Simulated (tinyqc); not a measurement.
UKS/BLYP in the sto-6g basis, for BeH, spin multiplicity 2, step by step. One step of it, computed by the program tinyqc.

Problem. Iteration 2: diagonalisation and new density. Diagonalise F' = X^T F X, C = X C', fill 3 alpha and 2 beta electrons from the bottom; D(s) = C_occ C_occ^T; the new density keeps 0.3 of the old one (damping). Each column has its largest component positive (the first on a tie).

extrapolated F(alpha) (hartree):
```
,1Be 1s,1Be 2s,1Be 2px,1Be 2py,1Be 2pz,2H 1s
1Be 1s,-3.790598,-1.068379,0.000000,0.000000,0.008515,-0.086217
1Be 2s,-1.068379,-0.449955,0.000000,0.000000,0.032185,-0.119443
1Be 2px,0.000000,0.000000,-0.017700,0.002424,0.000000,0.000000
1Be 2py,0.000000,0.000000,0.002424,0.007412,0.000000,0.000000
1Be 2pz,0.008515,0.032185,0.000000,0.000000,-0.015050,-0.106624
2H 1s,-0.086217,-0.119443,0.000000,0.000000,-0.106624,-0.048711
```

extrapolated F(beta) (hartree):
```
,1Be 1s,1Be 2s,1Be 2px,1Be 2py,1Be 2pz,2H 1s
1Be 1s,-3.777475,-1.061387,0.000000,0.000000,0.005816,-0.085868
1Be 2s,-1.061387,-0.402827,0.000000,0.000000,0.007612,-0.117016
1Be 2px,0.000000,0.000000,0.059931,-0.001922,0.000000,0.000000
1Be 2py,0.000000,0.000000,-0.001922,0.037795,0.000000,0.000000
1Be 2pz,0.005816,0.007612,0.000000,0.000000,0.018883,-0.105680
2H 1s,-0.085868,-0.117016,0.000000,0.000000,-0.105680,-0.042266
```

X:
```
,1Be 1s,1Be 2s,1Be 2px,1Be 2py,1Be 2pz,2H 1s
1Be 1s,1.026254,-0.137303,0.000000,0.000000,-0.005634,0.018409
1Be 2s,-0.137303,1.057321,0.000000,0.000000,0.040178,-0.152774
1Be 2px,0.000000,0.000000,1.000000,0.000000,0.000000,0.000000
1Be 2py,0.000000,0.000000,0.000000,1.000000,0.000000,0.000000
1Be 2pz,-0.005634,0.040178,0.000000,0.000000,1.050831,-0.194245
2H 1s,0.018409,-0.152774,0.000000,0.000000,-0.194245,1.081227
```

D(alpha) after iteration 1:
```
,1Be 1s,1Be 2s,1Be 2px,1Be 2py,1Be 2pz,2H 1s
1Be 1s,1.038374,-0.163352,0.000000,0.000000,0.040277,-0.036619
1Be 2s,-0.163352,0.692342,0.000000,0.000000,-0.170216,0.066633
1Be 2px,0.000000,0.000000,0.297918,-0.024907,0.000000,0.000000
1Be 2py,0.000000,0.000000,-0.024907,0.002082,0.000000,0.000000
1Be 2pz,0.040277,-0.170216,0.000000,0.000000,0.287038,0.286953
2H 1s,-0.036619,0.066633,0.000000,0.000000,0.286953,0.536069
```

D(beta) after iteration 1:
```
,1Be 1s,1Be 2s,1Be 2px,1Be 2py,1Be 2pz,2H 1s
1Be 1s,0.997318,-0.014133,0.000000,0.000000,-0.036915,-0.091095
1Be 2s,-0.014133,0.149943,0.000000,0.000000,0.109388,0.263973
1Be 2px,0.000000,0.000000,0.000000,0.000000,0.000000,0.000000
1Be 2py,0.000000,0.000000,0.000000,0.000000,0.000000,0.000000
1Be 2pz,-0.036915,0.109388,0.000000,0.000000,0.127901,0.170792
2H 1s,-0.091095,0.263973,0.000000,0.000000,0.170792,0.481078
```

overlap S:
```
,1Be 1s,1Be 2s,1Be 2px,1Be 2py,1Be 2pz,2H 1s
1Be 1s,1.000000,0.254764,0.000000,0.000000,0.000000,0.020318
1Be 2s,0.254764,1.000000,0.000000,0.000000,0.000000,0.261317
1Be 2px,0.000000,0.000000,1.000000,0.000000,0.000000,0.000000
1Be 2py,0.000000,0.000000,0.000000,1.000000,0.000000,0.000000
1Be 2pz,0.000000,0.000000,0.000000,0.000000,1.000000,0.341647
2H 1s,0.020318,0.261317,0.000000,0.000000,0.341647,1.000000
```

Give: F' = X^T F X; orbital energies; coefficients C; F' = X^T F X; orbital energies; coefficients C; D(alpha) after iteration 2; D(beta) after iteration 2.

Solution.

F' = X^T F X (alpha) (hartree):
```
,1,2,3,4,5,6
1,-3.7023,-0.5711,0.0000,0.0000,-0.0039,0.0108
2,-0.5711,-0.2265,0.0000,0.0000,0.0636,-0.0934
3,0.0000,0.0000,-0.0177,0.0024,0.0000,0.0000
4,0.0000,0.0000,0.0024,0.0074,0.0000,0.0000
5,-0.0039,0.0636,0.0000,0.0000,0.0290,-0.1236
6,0.0108,-0.0934,0.0000,0.0000,-0.1236,0.0194
```

orbital energies (alpha) (hartree): MO1 -3.7938, MO2 -0.1796, MO3 -0.0934, MO4 -0.0179, MO5 0.0076, MO6 0.1863

coefficients C (alpha):
```
,MO1,MO2,MO3,MO4,MO5,MO6
1Be 1s,0.9917,-0.2644,0.0813,0.0000,0.0000,0.1120
1Be 2s,0.0314,0.9079,-0.3273,0.0000,0.0000,-0.4789
1Be 2px,0.0000,0.0000,0.0000,0.9955,0.0952,0.0000
1Be 2py,0.0000,0.0000,0.0000,-0.0952,0.9955,0.0000
1Be 2pz,-0.0011,-0.0790,0.6575,0.0000,0.0000,-0.8397
2H 1s,-0.0046,0.3087,0.5573,0.0000,0.0000,0.9080
```

F' = X^T F X (beta) (hartree):
```
,1,2,3,4,5,6
1,-3.6896,-0.5719,0.0000,0.0000,-0.0036,0.0109
2,-0.5719,-0.1782,0.0000,0.0000,0.0395,-0.0942
3,0.0000,0.0000,0.0599,-0.0019,0.0000,0.0000
4,0.0000,0.0000,-0.0019,0.0378,0.0000,0.0000
5,-0.0036,0.0395,0.0000,0.0000,0.0643,-0.1268
6,0.0109,-0.0942,0.0000,0.0000,-0.1268,0.0266
```

orbital energies (beta) (hartree): MO1 -3.7804, MO2 -0.1467, MO3 -0.0532, MO4 0.0376, MO5 0.0601, MO6 0.2034

coefficients C (beta):
```
,MO1,MO2,MO3,MO4,MO5,MO6
1Be 1s,0.9920,-0.2257,0.1615,0.0000,0.0000,0.1061
1Be 2s,0.0300,0.7632,-0.6085,0.0000,0.0000,-0.4562
1Be 2px,0.0000,0.0000,0.0000,0.0859,0.9963,0.0000
1Be 2py,0.0000,0.0000,0.0000,0.9963,-0.0859,0.0000
1Be 2pz,-0.0002,0.1288,0.6189,0.0000,0.0000,-0.8626
2H 1s,-0.0045,0.4646,0.4675,0.0000,0.0000,0.8922
```

D(alpha) after iteration 2:
```
,1Be 1s,1Be 2s,1Be 2px,1Be 2py,1Be 2pz,2H 1s
1Be 1s,1.0534,-0.2138,0.0000,0.0000,0.0634,-0.0396
1Be 2s,-0.2138,0.8604,0.0000,0.0000,-0.2519,0.0884
1Be 2px,0.0000,0.0000,0.0894,-0.0075,0.0000,0.0000
1Be 2py,0.0000,0.0000,-0.0075,0.0006,0.0000,0.0000
1Be 2pz,0.0634,-0.2519,0.0000,0.0000,0.3931,0.3255
2H 1s,-0.0396,0.0884,0.0000,0.0000,0.3255,0.4450
```

D(beta) after iteration 2:
```
,1Be 1s,1Be 2s,1Be 2px,1Be 2py,1Be 2pz,2H 1s
1Be 1s,1.0237,-0.1039,0.0000,0.0000,-0.0315,-0.1039
1Be 2s,-0.1039,0.4534,0.0000,0.0000,0.1016,0.3273
1Be 2px,0.0000,0.0000,0.0000,0.0000,0.0000,0.0000
1Be 2py,0.0000,0.0000,0.0000,0.0000,0.0000,0.0000
1Be 2pz,-0.0315,0.1016,0.0000,0.0000,0.0500,0.0931
2H 1s,-0.1039,0.3273,0.0000,0.0000,0.0931,0.2954
```
